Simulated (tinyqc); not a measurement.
Inside a calculation. Method: plane-wave Kohn-Sham cycle with exchange-only LDA in a layered model solid. One step of it, computed by the program tinyqc.

Question. Iteration 1: Hamiltonian at one k. H(m,m') = (k + G_m)^2/2 delta + V(G_m - G_m'), with V(-G) = V(G).

A solid whose potential varies along x alone (atomic units):
```
parameter                      value
period a                   10.200000
cross-section of the cell  33.000000
electrons per cell                 4
grid points                       16
plane waves -n..n, n               2
k points                           4
V1 in V1 cos(2 pi x/a)     -0.540000
```

V(G_m), m = 0, 1, 2, ... (hartree): [-0.224719, -0.270000, 0.000000, 0.000000, 0.000000]

k = 0.125000 2 pi / a

Give: H.

Answer.

H (hartree), order -2, -1, +0, +1, +2:
```
[[0.442, -0.270, 0.000, 0.000, 0.000],
 [-0.270, -0.079, -0.270, 0.000, 0.000],
 [0.000, -0.270, -0.222, -0.270, 0.000],
 [0.000, 0.000, -0.270, 0.015, -0.270],
 [0.000, 0.000, 0.000, -0.270, 0.632]]
```
